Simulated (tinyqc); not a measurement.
Worked calculation: UKS/PBE0 in the sto-3g basis, for H3, spin multiplicity 2. This run ends on a higher stationary point, not on the lowest solution. Computed by tinyqc, a small Python program that keeps every step (integrals from PySCF). Settings: charge = 0, multiplicity = 2, basis = sto-3g, energy threshold = 1e-08, iteration cap = 82, orthogonalisation = canonical, start = highest core orbitals, DIIS depth = 3, DIIS from iteration = 3, method = UKS, functional = pbe0, grid = [10, 50]. Command: `OMP_NUM_THREADS=1 python tinyqc.py 24542 24543 out.jsonl` (the two numbers bound the seeds that draw the settings). One thread of a shared host (Intel(R) Xeon(R) Processor @ 2.60GHz), about 2 s of CPU time with the checks. Later iterations appear only in the table of the cycle.

## One-electron integrals

Geometry (angstrom):
```
atom        x        y        z
H     0.00000  0.00000  0.00000
H     0.00000  0.00000  0.75400
H     0.00000  0.65300  0.37700
```

Basis sto-3g: exponents (1/bohr^2) and contraction coefficients of normalised primitives:
```
element  l (shell)  exponent  coefficient
H            s (1)   3.42525      0.15433
H            s (1)   0.62391      0.53533
H            s (1)   0.16886      0.44463
```

Overlap, kinetic and nuclear-attraction integrals over the contracted functions; the nuclear repulsion is the sum of Za Zb / Rab.

nuclear repulsion = 2.1054525 hartree

overlap S, order 1H 1s, 2H 1s, 3H 1s:
```
[[1.00000, 0.65072, 0.65071],
 [0.65072, 1.00000, 0.65071],
 [0.65071, 0.65071, 1.00000]]
```

kinetic energy T (hartree), order 1H 1s, 2H 1s, 3H 1s:
```
[[0.76003, 0.22869, 0.22869],
 [0.22869, 0.76003, 0.22869],
 [0.22869, 0.22869, 0.76003]]
```

nuclear attraction V (hartree), order 1H 1s, 2H 1s, 3H 1s:
```
[[-2.51735, -1.61413, -1.61410],
 [-1.61413, -2.51735, -1.61410],
 [-1.61410, -1.61410, -2.51734]]
```

core Hamiltonian H = T + V (hartree), order 1H 1s, 2H 1s, 3H 1s:
```
[[-1.75732, -1.38544, -1.38542],
 [-1.38544, -1.75732, -1.38542],
 [-1.38542, -1.38542, -1.75731]]
```

## Two-electron integrals

Functions are numbered as in S; the eight-fold symmetry (ij|kl) = (ji|kl) = (kl|ij) leaves the list below.

Two-electron integrals (ij|kl) in chemists' order, unique and non-zero (hartree):
```
(11|11) 0.77461   (21|11) 0.43664   (21|21) 0.28840   (22|11) 0.56474
(22|21) 0.43664   (22|22) 0.77461   (31|11) 0.43663   (31|21) 0.26905
(31|22) 0.37721   (31|31) 0.28839   (32|11) 0.37721   (32|21) 0.26905
(32|22) 0.43663   (32|31) 0.26904   (32|32) 0.28839   (33|11) 0.56474
(33|21) 0.37721   (33|22) 0.56474   (33|31) 0.43663   (33|32) 0.43663
(33|33) 0.77461
```

## Orthogonalisation

S = U s U^T; canonical form X = U s^(-1/2), so that X^T S X = 1. Each column of U has its largest component positive (the first on a tie).

eigenvalues of S: [0.34928, 0.34929, 2.30143]

X, order 1H 1s, 2H 1s, 3H 1s:
```
[[1.19646, -0.69076, 0.38058],
 [-1.19646, -0.69076, 0.38058],
 [0.00000, 1.38153, 0.38057]]
```

## Starting guess

The start is the highest orbitals of the core Hamiltonian (a deliberately bad start); D(s) = C_occ C_occ^T for each spin.

D(alpha) at the start, order 1H 1s, 2H 1s, 3H 1s:
```
[[1.90867, -0.95437, -0.95431],
 [-0.95437, 1.90867, -0.95431],
 [-0.95431, -0.95431, 1.90863]]
```

D(beta) at the start, order 1H 1s, 2H 1s, 3H 1s:
```
[[1.43152, -1.43152, 0.00000],
 [-1.43152, 1.43152, 0.00000],
 [0.00000, 0.00000, 0.00000]]
```

## Iteration 1: exchange-correlation on the grid

Becke grid with 10 radial and 50 angular points per atom, points of zero weight dropped. rho = sum D_ij phi_i phi_j; V_xc,ij = sum w v_xc phi_i phi_j plus the gradient terms; v_xc is d(rho eps)/d rho(s) for spin s at fixed gradient. Exact exchange is left to K.

The 16 grid points with the largest w rho, of 1498 (bohr, atomic units):
```
x                y         z        w  rho(alpha)  rho(beta)    eps_xc  v_xc(alpha)
0.00000   -0.74840  -0.74840  0.18088     0.05403    0.03854  -0.30850     -0.38526
0.00000   -0.74840   2.17325  0.18088     0.05403    0.03854  -0.30850     -0.38526
0.74840    0.00000  -0.74840  0.18083     0.04684    0.03854  -0.30131     -0.36769
-0.74840   0.00000  -0.74840  0.18083     0.04684    0.03854  -0.30131     -0.36769
-0.74840   0.00000   2.17325  0.18083     0.04684    0.03854  -0.30131     -0.36769
0.74840    0.00000   2.17325  0.18083     0.04684    0.03854  -0.30131     -0.36769
0.31912   -0.31912  -0.95735  0.16163     0.05352    0.04158  -0.31021     -0.38571
-0.31912  -0.31912  -0.95735  0.16163     0.05352    0.04158  -0.31021     -0.38571
0.31912   -0.31912   2.38221  0.16163     0.05352    0.04158  -0.31021     -0.38571
-0.31912  -0.31912   2.38221  0.16163     0.05352    0.04158  -0.31021     -0.38571
-0.61106  -0.61106  -0.61106  0.16901     0.05077    0.03619  -0.30349     -0.37616
0.61106   -0.61106  -0.61106  0.16901     0.05077    0.03619  -0.30349     -0.37616
-0.61106  -0.61106   2.03592  0.16901     0.05077    0.03619  -0.30349     -0.37616
0.61106   -0.61106   2.03592  0.16901     0.05077    0.03619  -0.30349     -0.37616
-0.31912   0.31912  -0.95735  0.16131     0.04681    0.04158  -0.30382     -0.36937
0.31912    0.31912  -0.95735  0.16131     0.04681    0.04158  -0.30382     -0.36937
```

electrons on the grid, sum of w rho = 3.00375

E_xc = sum of w rho eps_xc = -0.9985946 hartree

V_xc(alpha) (hartree), order 1H 1s, 2H 1s, 3H 1s:
```
[[-0.38551, -0.23231, -0.23134],
 [-0.23231, -0.38551, -0.23134],
 [-0.23134, -0.23134, -0.37785]]
```

V_xc(beta) (hartree), order 1H 1s, 2H 1s, 3H 1s:
```
[[-0.09379, 0.05061, 0.76742],
 [0.05061, -0.09379, 0.76742],
 [0.76742, 0.76742, 3.61587]]
```

## Iteration 1: building the Kohn-Sham matrix

J_ij = sum D_kl (ij|kl) with D = D(alpha) + D(beta), K_ij = sum D_kl (ik|jl) for each spin; F = H + J - 0.25 K(s) + V_xc; E = tr D H + tr D J / 2 - 0.125 sum_s tr D(s) K(s) + E_xc + E_nn.

Coulomb J (hartree), order 1H 1s, 2H 1s, 3H 1s:
```
[[1.91470, 1.23367, 1.20398],
 [1.23367, 1.91470, 1.20398],
 [1.20398, 1.20398, 1.78439]]
```

exchange K(alpha) (hartree), order 1H 1s, 2H 1s, 3H 1s:
```
[[0.39907, 0.13263, 0.13263],
 [0.13263, 0.39907, 0.13263],
 [0.13263, 0.13263, 0.39907]]
```

exchange K(beta) (hartree), order 1H 1s, 2H 1s, 3H 1s:
```
[[0.27160, 0.02882, 0.08506],
 [0.02882, 0.27160, 0.08506],
 [0.08506, 0.08506, 0.05539]]
```

F(alpha) (hartree), order 1H 1s, 2H 1s, 3H 1s:
```
[[-0.32790, -0.41724, -0.44593],
 [-0.41724, -0.32790, -0.44593],
 [-0.44593, -0.44593, -0.45053]]
```

F(beta) (hartree), order 1H 1s, 2H 1s, 3H 1s:
```
[[-0.00431, -0.10836, 0.56472],
 [-0.10836, -0.00431, 0.56472],
 [0.56472, 0.56472, 3.62910]]
```

total energy of this density = 0.4921229 hartree

## Iteration 1: diagonalisation and new density

Diagonalise F' = X^T F X, C = X C', fill 2 alpha and 1 beta electrons from the bottom; D(s) = C_occ C_occ^T. Each column has its largest component positive (the first on a tie).

F' = X^T F X (alpha) (hartree):
```
[[0.25578, 0.00000, 0.00000],
 [0.00000, 0.13125, -0.07957],
 [0.00000, -0.07957, -0.53945]]
```

orbital energies (alpha) (hartree): [-0.54876, 0.14056, 0.25578]

coefficients C (alpha), order 1H 1s, 2H 1s, 3H 1s:
```
[[0.29772, -0.73031, 1.19646],
 [0.29772, -0.73031, -1.19646],
 [0.53856, 1.32794, 0.00000]]
```

F' = X^T F X (beta) (hartree):
```
[[0.29789, 0.00000, 0.00000],
 [0.00000, 4.66343, 2.26425],
 [0.00000, 2.26425, 0.82016]]
```

orbital energies (beta) (hartree): [-0.22797, 0.29789, 5.71156]

coefficients C (beta), order 1H 1s, 2H 1s, 3H 1s:
```
[[0.63554, 1.19646, -0.46699],
 [0.63554, -1.19646, -0.46699],
 [-0.23499, 0.00000, 1.41359]]
```

D(alpha) after iteration 1, order 1H 1s, 2H 1s, 3H 1s:
```
[[0.62199, 0.62199, -0.80947],
 [0.62199, 0.62199, -0.80947],
 [-0.80947, -0.80947, 2.05346]]
```

D(beta) after iteration 1, order 1H 1s, 2H 1s, 3H 1s:
```
[[0.40391, 0.40391, -0.14934],
 [0.40391, 0.40391, -0.14934],
 [-0.14934, -0.14934, 0.05522]]
```

## Iteration 2: exchange-correlation on the grid

As before.

The 16 grid points with the largest w rho, of 1498 (bohr, atomic units):
```
x                y        z        w  rho(alpha)  rho(beta)    eps_xc  v_xc(alpha)
0.31912   -0.95735  1.10574  0.14691     0.04775    0.03991  -0.29972     -0.38100
-0.31912  -0.95735  1.10574  0.14691     0.04775    0.03991  -0.29972     -0.38100
0.31912   -0.95735  0.31912  0.14691     0.04775    0.03991  -0.29972     -0.38100
-0.31912  -0.95735  0.31912  0.14691     0.04775    0.03991  -0.29972     -0.38100
-0.61106  -0.61106  0.81379  0.10992     0.05977    0.05288  -0.32131     -0.41595
0.61106   -0.61106  0.81379  0.10992     0.05977    0.05288  -0.32131     -0.41595
0.61106   -0.61106  0.61106  0.10992     0.05977    0.05288  -0.32131     -0.41595
-0.61106  -0.61106  0.61106  0.10992     0.05977    0.05288  -0.32131     -0.41595
-0.74840  -0.74840  1.42485  0.17890     0.03594    0.03102  -0.27872     -0.34240
0.74840   -0.74840  1.42485  0.17890     0.03594    0.03102  -0.27872     -0.34240
0.74840   -0.74840  0.00000  0.17890     0.03594    0.03102  -0.27872     -0.34240
-0.74840  -0.74840  0.00000  0.17890     0.03594    0.03102  -0.27872     -0.34240
0.00000   -0.74840  0.74840  0.07983     0.07753    0.06609  -0.34521     -0.45390
0.00000   -0.74840  0.67646  0.07983     0.07753    0.06609  -0.34521     -0.45390
0.95735   -0.31912  1.10574  0.14846     0.03929    0.03715  -0.28831     -0.35726
-0.95735  -0.31912  1.10574  0.14846     0.03929    0.03715  -0.28831     -0.35726
```

electrons on the grid, sum of w rho = 2.99396

E_xc = sum of w rho eps_xc = -0.9319368 hartree

V_xc(alpha) (hartree), order 1H 1s, 2H 1s, 3H 1s:
```
[[-0.37790, -0.24548, -0.24861],
 [-0.24548, -0.37790, -0.24861],
 [-0.24861, -0.24861, -0.41827]]
```

V_xc(beta) (hartree), order 1H 1s, 2H 1s, 3H 1s:
```
[[-0.35787, -0.22825, -0.19203],
 [-0.22825, -0.35787, -0.19203],
 [-0.19203, -0.19203, -0.20928]]
```

## Iteration 2: building the Kohn-Sham matrix

As before.

Coulomb J (hartree), order 1H 1s, 2H 1s, 3H 1s:
```
[[1.90015, 1.25120, 1.23871],
 [1.25120, 1.90015, 1.23871],
 [1.23871, 1.23871, 1.89150]]
```

exchange K(alpha) (hartree), order 1H 1s, 2H 1s, 3H 1s:
```
[[0.65410, 0.58003, 0.52379],
 [0.58003, 0.65410, 0.52379],
 [0.52379, 0.52379, 0.87030]]
```

exchange K(beta) (hartree), order 1H 1s, 2H 1s, 3H 1s:
```
[[0.58724, 0.51915, 0.34625],
 [0.51915, 0.58724, 0.34625],
 [0.34625, 0.34625, 0.23225]]
```

F(alpha) (hartree), order 1H 1s, 2H 1s, 3H 1s:
```
[[-0.39859, -0.52472, -0.52626],
 [-0.52472, -0.39859, -0.52626],
 [-0.52626, -0.52626, -0.50164]]
```

F(beta) (hartree), order 1H 1s, 2H 1s, 3H 1s:
```
[[-0.36185, -0.49228, -0.42530],
 [-0.49228, -0.36185, -0.42530],
 [-0.42530, -0.42530, -0.13314]]
```

total energy of this density = -1.1058796 hartree

## Iteration 2: diagonalisation and new density

As before.

F' = X^T F X (alpha) (hartree):
```
[[0.36111, 0.00000, 0.00000],
 [0.00000, 0.17027, -0.05499],
 [0.00000, -0.05499, -0.64501]]
```

orbital energies (alpha) (hartree): [-0.64870, 0.17397, 0.36111]

coefficients C (alpha), order 1H 1s, 2H 1s, 3H 1s:
```
[[0.33344, -0.71471, 1.19646],
 [0.33344, -0.71471, -1.19646],
 [0.47228, 1.35293, 0.00000]]
```

F' = X^T F X (beta) (hartree):
```
[[0.37344, 0.00000, 0.00000],
 [0.00000, 0.55425, 0.15546],
 [0.00000, 0.15546, -0.51310]]
```

orbital energies (beta) (hartree): [-0.53528, 0.37344, 0.57643]

coefficients C (beta), order 1H 1s, 2H 1s, 3H 1s:
```
[[0.47433, 1.19646, -0.63008],
 [0.47433, -1.19646, -0.63008],
 [0.18161, 0.00000, 1.42144]]
```

D(alpha) after iteration 2, order 1H 1s, 2H 1s, 3H 1s:
```
[[0.62199, 0.62199, -0.80947],
 [0.62199, 0.62199, -0.80947],
 [-0.80947, -0.80947, 2.05346]]
```

D(beta) after iteration 2, order 1H 1s, 2H 1s, 3H 1s:
```
[[0.22499, 0.22499, 0.08614],
 [0.22499, 0.22499, 0.08614],
 [0.08614, 0.08614, 0.03298]]
```

## Iteration 6 (converged): orbitals

converged F(alpha) (hartree), order 1H 1s, 2H 1s, 3H 1s:
```
[[-0.42974, -0.54268, -0.51399],
 [-0.54268, -0.42974, -0.51399],
 [-0.51399, -0.51399, -0.43324]]
```

converged F(beta) (hartree), order 1H 1s, 2H 1s, 3H 1s:
```
[[-0.37542, -0.50318, -0.47032],
 [-0.50318, -0.37542, -0.47032],
 [-0.47032, -0.47032, -0.24364]]
```

As before.

F' = X^T F X (alpha) (hartree):
```
[[0.32335, 0.00000, 0.00000],
 [0.00000, 0.20715, 0.01324],
 [0.00000, 0.01324, -0.64221]]
```

orbital energies (alpha) (hartree): [-0.64242, 0.20736, 0.32335]

coefficients C (alpha), order 1H 1s, 2H 1s, 3H 1s:
```
[[0.39129, -0.68475, 1.19646],
 [0.39129, -0.68475, -1.19646],
 [0.35900, 1.38729, 0.00000]]
```

F' = X^T F X (beta) (hartree):
```
[[0.36579, 0.00000, 0.00000],
 [0.00000, 0.49186, 0.08656],
 [0.00000, 0.08656, -0.56228]]
```

orbital energies (beta) (hartree): [-0.56934, 0.36579, 0.49892]

coefficients C (beta), order 1H 1s, 2H 1s, 3H 1s:
```
[[0.43548, 1.19646, -0.65753],
 [0.43548, -1.19646, -0.65753],
 [0.26699, 0.00000, 1.40790]]
```

D(alpha) after iteration 6, order 1H 1s, 2H 1s, 3H 1s:
```
[[0.62199, 0.62199, -0.80947],
 [0.62199, 0.62199, -0.80947],
 [-0.80947, -0.80947, 2.05346]]
```

D(beta) after iteration 6, order 1H 1s, 2H 1s, 3H 1s:
```
[[0.18964, 0.18964, 0.11627],
 [0.18964, 0.18964, 0.11627],
 [0.11627, 0.11627, 0.07129]]
```

## Convergence

Stop when the energy changes by less than 1e-08 hartree and every element of the error matrix X^T (F D S - S D F) X (for each spin) is below 3e-05.

Course of the cycle:
```
iteration  E (hartree)     change  largest element of the error matrix
1            0.4921229          -                             7.96e-02
2           -1.1058796  -1.60e+00                             3.06e-01
3           -1.2147437  -1.09e-01                             5.77e-02
4           -1.2181996  -3.46e-03                             6.08e-03
5           -1.2182379  -3.83e-05                             6.50e-05
6           -1.2182379  -3.54e-09                             2.83e-05
```

PySCF UKS in the same basis, fine grid, after a stability check = -1.2228076 hartree

Converged in 6 iterations. But the solution lies 0.00457 hartree above the reference: it is another stationary point, not the lowest one. Reruns (cap 100 unless said): DIIS 8: converged in 14 to a higher stationary point; damping 0.5: converged in 29 to a higher stationary point; level shift 0.5: converged in 12 to a higher stationary point; atomic densities as start, DIIS 8: converged in 6 to a higher stationary point.

## Populations, bond orders and dipole

Mulliken: Z minus the diagonal of D S on the atom; Loewdin: the same with S^(1/2) D S^(1/2); Mayer order: 2 sum_s sum (D(s) S)_ij (D(s) S)_ji over the two atoms.

Charges (e):
```
atom  Mulliken   Loewdin  Mulliken spin
1H     0.11130   0.12957        0.11130
2H     0.11130   0.12957        0.11130
3H    -0.22260  -0.25914        0.77740
```

Mayer bond orders:
```
pair    order
2-1   0.80217
3-1   0.17305
3-2   0.17305
```

dipole moment about the origin, x y z (debye): [0.00000, -0.69819, 0.00000]

<S^2> of the determinant (pure state: 0.75) = 0.75000
